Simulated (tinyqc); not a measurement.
Inside a calculation. Model: BCS gap equation with a constant attraction inside the Debye window. Computed by tinyqc, a small Python program that keeps every step. Command: `OMP_NUM_THREADS=1 python tinyqc.py 3018128 3018129 out.jsonl bcs walk`. One thread of a shared host (Intel(R) Xeon(R) Processor @ 2.30GHz), about 0.01 s of CPU time with the checks. Intermediate numbers are printed to about 6 digits and carried at full precision; extremes and crossings named in words are read from the listed rows.

Pairs attract with strength V for |xi| < k_B Theta; N(0) is the density of states for one spin. Energies are given as temperatures (E/k_B, in K) unless marked.

Inputs (values chosen for the exercise, for a model metal):
```
quantity,value,unit
coupling N(0)V,0.342,-
Debye temperature Theta,167,K
temperature T,7.39,K
Fermi velocity v_F,480000,m/s
electron density n,17.1,1e28/m^3
mean free path l,1300,nm
junction resistance R_n,0.72,kilo-ohm
```

Solver: bisection.

Constants: k_B = 8.617333262e-05 eV/K; hbar = 1.054571817e-34 J s; k_B = 1.380649e-23 J/K; m_0 = 9.1093837015e-31 kg; eps_0 = 8.8541878128e-12 F/m; c = 299792458 m/s; e = 1.602176634e-19 C; h = 6.62607015e-34 J s.

## Gap at zero temperature

At T = 0 the gap equation 1/(N(0)V) = int_0^Theta d xi/sqrt(xi^2 + Delta^2) has the integral arcsinh(Theta/Delta), so Delta_0 = Theta/sinh(1/(N(0)V)); weak coupling gives 2 Theta exp(-1/(N(0)V)).

Delta_0 = 17.9943 K

weak-coupling Delta_0 = 17.9424 K

Delta_0 in meV = 1.55063 meV

## Critical temperature

Gap equation: 1/(N(0)V) = I(Delta, T) = int_0^Theta tanh(E/2T)/E d xi, E = sqrt(xi^2 + Delta^2); 64 Gauss-Legendre points in y with xi = max(Delta, T) sinh(y). T_c solves I(0, T_c) = 1/(N(0)V); the weak-coupling form is T_c = (2 e^C/pi) Theta exp(-1/(N(0)V)) with Euler's C = 0.5772157, and 2 Delta_0/T_c then tends to 2 pi e^-C = 3.528.

T_c = 10.1721 K

weak-coupling T_c = 10.1721 K

2 Delta_0/T_c = 3.53796

T_c/Theta = 0.0609; the ratio lies +0.29 % from 3.528, so the universal weak-coupling laws hold.

## One evaluation of the gap equation

Take Delta = Delta_0 as the trial; the fixed-point update is Delta(new) = N(0)V Delta I(Delta, T).

I(Delta_0, T) = 2.79721

updated Delta = 17.2142 K

## Gap at temperature T

Residual r = N(0)V I - 1, with Delta_0 = Theta/sinh(1/(N(0)V)). Bisection between 0 and Delta_0. Stop when |r| < 1e-9 or after 40 steps.

Iterations:
```
step,Delta (K),residual r
1,8.9971,6.06724e-02
2,13.4957,1.13231e-02
3,15.7450,-1.57828e-02
4,14.6204,-2.12549e-03
5,14.0580,4.63139e-03
6,14.3392,1.26025e-03
7,14.4798,-4.30896e-04
8,14.4095,4.15122e-04
9,14.4446,-7.77796e-06
...,...,...
17,14.4439,4.83905e-07
18,14.4440,-3.42279e-07
19,14.4440,7.08131e-08
20,14.4440,-1.35733e-07
21,14.4440,-3.24598e-08
22,14.4440,1.91767e-08
23,14.4440,-6.64155e-09
24,14.4440,6.26756e-09
25,14.4440,-1.86999e-10
```

converged (1 yes, 0 no) = 1

Delta(T) = 14.4440 K

Converged in 25 steps: Delta(T)/Delta_0 = 0.8027 at T/T_c = 0.726.

## Lengths and fields

xi_0 = hbar v_F/(pi Delta_0); lambda_L = sqrt(m_0 eps_0 c^2/(n e^2)); N(0) = 3 n/(2 m_0 v_F^2) for one spin; condensation energy N(0) Delta_0^2/2 = B_c^2/(2 mu_0), mu_0 = 1/(eps_0 c^2); with scattering lambda = lambda_L sqrt(1 + xi_0/l) in the local limit (where xi_0 and l both exceed lambda, nonlocal response makes the true depth larger); Ginzburg-Landau kappa = 0.96 lambda_L/xi_0 + 0.72 lambda_L/l. Free-electron mass throughout; heavier carriers, as in niobium or vanadium, give a larger lambda_L and kappa and can make the metal type II.

coherence length xi_0 = 64.8559 nm

London depth lambda_L = 12.8508 nm

critical field B_c(0) = 307.880 mT

depth with scattering = 13.1675 nm

Ginzburg-Landau kappa = 0.197336

Kappa lies below 1/sqrt(2): type I, and the sample is clean, l well above xi_0.

## A tunnel junction of this metal

Ambegaokar-Baratoff: I_c R_n = (pi Delta/(2e)) tanh(Delta/2T); Josephson energy E_J = hbar I_c/(2e), given as E_J/h; inductance hbar/(2 e I_c); thermal quasiparticle fraction x = n_qp/(2 N(0) Delta) = sqrt(2 pi T/Delta) exp(-Delta/T), valid for T well below Delta.

I_c R_n = 1470.04 microvolt

critical current I_c = 2041.72 nA

E_J/h = 1014.09 GHz

Josephson inductance = 0.161191 nH

quasiparticle fraction x = 0.253937

Caution: T is not small against Delta, so the quasiparticle formula is only a rough guide.

## Gap and superfluid density against temperature

Interpolation tanh(1.74 sqrt(T_c/T - 1)); near T_c, 1.74 sqrt(1 - T/T_c). Clean-limit superfluid fraction 1 - (1/2T) int_0^(40 T) cosh^-2(E/2T) d xi (64 points); two-fluid rule 1 - (T/T_c)^4.

Reduced quantities:
```
T/T_c,Delta/Delta_0,tanh form,square-root form,superfluid fraction,two-fluid rule
0.10,1.000000,0.999942,1.65071,1.000000,0.999900
0.20,0.999879,0.998104,1.55630,0.998881,0.998400
0.30,0.997160,0.990221,1.45579,0.982047,0.991900
0.40,0.985164,0.972207,1.34780,0.928755,0.974400
0.50,0.957155,0.940227,1.23037,0.835516,0.937500
0.60,0.907425,0.889746,1.10047,0.708688,0.870400
0.70,0.829349,0.814110,0.95304,0.555985,0.759900
0.80,0.711713,0.701374,0.77815,0.383886,0.590400
0.90,0.526976,0.522665,0.55024,0.197334,0.343900
0.95,0.380827,0.379250,0.38908,0.099826,0.185494
0.98,0.243931,0.243575,0.24607,0.040188,0.077632
```

The tanh form misses the gap by at most about 0.018 (at T/T_c = 0.6); the square-root form is within 3 % only from T/T_c = 0.95. The gap keeps 99 % of Delta_0 up to T/T_c = 0.3, since quasiparticles are exponentially few. The two-fluid rule exceeds the BCS superfluid fraction most, by 0.21, at T/T_c = 0.8.

Checks made by the program: weak-coupling T_c, allowing for terms of order exp(-Theta/T_c) (relative difference 9e-09).
